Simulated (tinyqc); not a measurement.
Comparisons within one model: band edges of strained Si(1-x)Ge(x) on relaxed Si(1-y)Ge(y). A value that a table varies takes the place of the one given here.

Values are linear in the Ge fraction but for ED(x) = linear - CD x (1 - x) and a(x) = linear - Ca x (1 - x). Energies are on the common scale of Ev.

Coherent growth on a (001) face: e_par = (a(y) - a(x))/a(x), e_perp = -2 (C12/C11) e_par; exx = eyy = e_par, ezz = e_perp, no shear.

A valley with unit axis u lies at Ev + gap + (av + a_valley) tr(e) + Xu (u.e.u - tr(e)/3); the Delta axes are x, y, z and the L axes [111], [1-1-1], [-11-1], [-1-11]. The second-order shift of the Delta valleys under shear is left out; it lowers the pair normal to the sheared plane by tens of meV at a shear of 1 %.

Valence edges: Ev plus the levels of the 6 x 6 matrix of X, Y, Z times spin with -Dso/3 + l exx + m (eyy + ezz) on the diagonal (cyclic), n exy off it, l = av + 2 b, m = av - b, n = sqrt(3) d. Spin-orbit term (Dso/3) L.sigma on X, Y, Z with (L_k)_ij = -i epsilon_kij: <X+|H|Y+> = -i Dso/3, <X+|H|Z-> = Dso/3, <Y+|H|Z-> = -i Dso/3, <Z+|H|X-> = -Dso/3, <Z+|H|Y-> = i Dso/3, <X-|H|Y-> = i Dso/3, and their conjugates; + and - are the spin along z.

Coherent growth: e_par = (a(y) - a(x))/a(x). (001): e_perp = -2 (C12/C11) e_par; exx = eyy = e_par, ezz = e_perp, no shear. (111): e_perp = -(2 C11 + 4 C12 - 4 C44)/(C11 + 2 C12 + 4 C44) e_par; exx = eyy = ezz = (2 e_par + e_perp)/3 and exy = eyz = ezx = (e_perp - e_par)/3. (110): e_perp = -(C11 + 3 C12 - 2 C44)/(C11 + C12 + 2 C44) e_par; exx = eyy = (e_par + e_perp)/2, ezz = e_par, exy = (e_perp - e_par)/2, eyz = ezx = 0.

Parameters, chosen for this exercise (end members near Si and Ge, in this order; not measured data): a = (5.437, 5.656) angstrom (lattice constant); Dso = (0.044, 0.286) eV (spin-orbit splitting); av = (2.48, 1.22) eV (valence hydrostatic potential); b = (-2.1, -2.58) eV (tetragonal shear potential); d = (-4.85, -5.33) eV (trigonal shear potential); C11 = (166.9, 128.8) GPa; C12 = (64.6, 48.5) GPa; C44 = (78.8, 66.3) GPa; Ev = (0, 0.66) eV (top of the unstrained valence band); ED = (1.144, 0.921) eV (gap to the Delta valleys); EL = (2.05, 0.74) eV (gap to the L valleys); aD = (1.65, 1.4) eV (hydrostatic potential of the Delta gap); aL = (-3.25, -2.7) eV (hydrostatic potential of the L gap); XuD = (9.29, 9.27) eV (uniaxial potential, Delta); XuL = (16.39, 15.21) eV (uniaxial potential, L); CD = 0.208 eV (bowing of the Delta gap); Ca = 0 angstrom (bowing of the lattice constant); face = 001 (growth face); y = 0.23 (Ge fraction of the relaxed buffer); x = 0.84 (Ge fraction of the layer).

## Composition of the layer

The buffer is kept. dEc = Ec(buffer) - Ec(layer), dEv = Ev(layer) - Ev(buffer); buffer edges Ev(y) and Ev(y) + min(ED, EL). The digit behind Delta or L counts whole valleys.

Results:

| x | e_par (%) | lowest valleys | gap (eV) | next valleys above (meV) | valence splitting (meV) | dEc (eV) | dEv (eV) |
|---|---|---|---|---|---|---|---|
| 0.00 | 0.93 | Delta2 | 1.003 | 153 | 92 | 0.119 | -0.066 |
| 0.11 | 0.48 | Delta2 | 1.031 | 79 | 44 | 0.065 | -0.040 |
| 0.33 | -0.40 | Delta4 | 0.979 | 65 | 27 | 0.005 | 0.072 |
| 0.45 | -0.87 | Delta4 | 0.893 | 143 | 53 | 0.003 | 0.160 |
| 0.56 | -1.30 | Delta4 | 0.818 | 213 | 72 | -0.006 | 0.244 |
| 0.67 | -1.73 | Delta4 | 0.749 | 282 | 90 | -0.022 | 0.329 |
| 0.78 | -2.15 | Delta4 | 0.685 | 325 | 107 | -0.046 | 0.417 |

The gap is 1.003 eV in the first row and 0.685 eV in the last, with its largest listed value, 1.031 eV, at x = 0.11. The lowest valleys change: Delta2 to Delta4 between x = 0.11 and 0.33. Per 0.1 of x the valence offset moves by +62 meV on average; the conduction offset lies between -46 and +119 meV. Both carriers sit on one side for x = 0.33 and 0.45, and on opposite sides elsewhere. Offsets below about 30 meV are within the spread of parameter sets, so those rows do not settle the type. Strains above 2 % can be kept only in layers of a few nanometres.

## Composition of the buffer

The layer is kept. dEc = Ec(buffer) - Ec(layer), dEv = Ev(layer) - Ev(buffer); buffer edges Ev(y) and Ev(y) + min(ED, EL). The digit behind Delta or L counts whole valleys.

Results:

| y | e_par (%) | lowest valleys | gap (eV) | next valleys above (meV) | valence splitting (meV) | dEc (eV) | dEv (eV) |
|---|---|---|---|---|---|---|---|
| 0.29 | -2.14 | Delta4 | 0.680 | 250 | 111 | -0.063 | 0.419 |
| 0.39 | -1.75 | Delta4 | 0.725 | 208 | 101 | -0.061 | 0.343 |
| 0.49 | -1.36 | Delta4 | 0.770 | 167 | 87 | -0.054 | 0.267 |
| 0.59 | -0.97 | Delta4 | 0.816 | 125 | 69 | -0.044 | 0.191 |
| 0.70 | -0.55 | Delta4 | 0.865 | 79 | 43 | -0.028 | 0.107 |
| 0.80 | -0.16 | Delta4 | 0.911 | 25 | 13 | -0.009 | 0.031 |
| 0.90 | 0.23 | Delta2 | 0.896 | 34 | 21 | -0.001 | -0.024 |
| 1.00 | 0.62 | Delta2 | 0.839 | 56 | 60 | -0.038 | -0.062 |

The gap is 0.680 eV in the first row and 0.839 eV in the last, with its largest listed value, 0.911 eV, at y = 0.80: it peaks near the match y = x, since strain of either sign narrows it. The lowest valleys change: Delta4 to Delta2 between y = 0.80 and 0.90. Per 0.1 of y the valence offset moves by -68 meV on average; the conduction offset lies between -63 and -1 meV, not monotonically. Both carriers sit on one side for y = 0.90 and 1.00, and on opposite sides elsewhere. Offsets below about 30 meV are within the spread of parameter sets, so those rows do not settle the type. Strains above 2 % can be kept only in layers of a few nanometres.

## The same layer on three faces

dEc = Ec(buffer) - Ec(layer), dEv = Ev(layer) - Ev(buffer); buffer edges Ev(y) and Ev(y) + min(ED, EL). The digit behind Delta or L counts whole valleys.

Results:

| face | e_par (%) | lowest valleys | gap (eV) | next valleys above (meV) | valence splitting (meV) | dEc (eV) | dEv (eV) | Delta spread (meV) | L spread (meV) |
|---|---|---|---|---|---|---|---|---|---|
| (001) | -2.38 | Delta4 | 0.653 | 275 | 116 | -0.062 | 0.465 | 387 | 0 |
| (111) | -2.38 | Delta6 | 0.773 | 69 | 114 | -0.166 | 0.449 | 0 | 453 |
| (110) | -2.38 | Delta2 | 0.666 | 103 | 118 | -0.063 | 0.454 | 162 | 359 |

On (001) only the Delta valleys split (387 meV), on (111) only the L valleys (453 meV), on (110) both (162 and 359 meV). The lowest valleys are Delta4 on (001), Delta6 on (111) and Delta2 on (110); the smallest gap is 0.653 eV on (001) and the largest 0.773 eV on (111).

## What each parameter does

dEc = Ec(buffer) - Ec(layer), dEv = Ev(layer) - Ev(buffer); buffer edges Ev(y) and Ev(y) + min(ED, EL). Each row changes one parameter from the base and keeps the others.

Results:

| case | gap (eV) | valence splitting (meV) | dEc (eV) | dEv (eV) |
|---|---|---|---|---|
| base | 0.6526 | 116.3 | -0.0618 | 0.4652 |
| x = 0.87 | 0.6367 | 120.8 | -0.0706 | 0.4897 |
| y = 0.26 | 0.6661 | 113.9 | -0.0624 | 0.4423 |
| CD = 0.258 eV | 0.6458 | 116.3 | -0.0640 | 0.4652 |
| Dso = (0.051, 0.329) eV | 0.6526 | 126.0 | -0.0618 | 0.4652 |
| XuD = (10.683, 10.66) eV | 0.6332 | 116.3 | -0.0425 | 0.4652 |
| Ev = (0, 0.759) eV | 0.6526 | 116.3 | -0.1222 | 0.5255 |
| C12 = (74.29, 55.775) GPa | 0.6413 | 119.1 | -0.0612 | 0.4758 |
| aD = (1.897, 1.61) eV | 0.6462 | 116.3 | -0.0555 | 0.4652 |

The largest shifts from the base row, up to three for each result and ties (the steps differ in size, so this ranks the rows, not the parameters). gap (eV): XuD -0.0194, x -0.0158, y +0.0136; unchanged at the printed digits by Dso and Ev. valence splitting (meV): Dso +9.7, x +4.5, C12 +2.8; unchanged at the printed digits by CD, XuD, Ev and aD. dEc (eV): Ev -0.0604, XuD +0.0194, x -0.0087; unchanged at the printed digits by Dso. dEv (eV): Ev +0.0604, x +0.0245, y -0.0229; unchanged at the printed digits by CD, Dso, XuD and aD. The lowest valleys of the layer are Delta4, so among the conduction-band potentials only those of that family reach the gap and dEc; the buffer is unstrained. A shift large enough to swap the lowest family would change that.

Program tinyqc; command `OMP_NUM_THREADS=1 python tinyqc.py 1050843 1050844 out.jsonl`; about 0.02 s on one thread of a shared Intel(R) Xeon(R) Processor @ 2.30GHz.
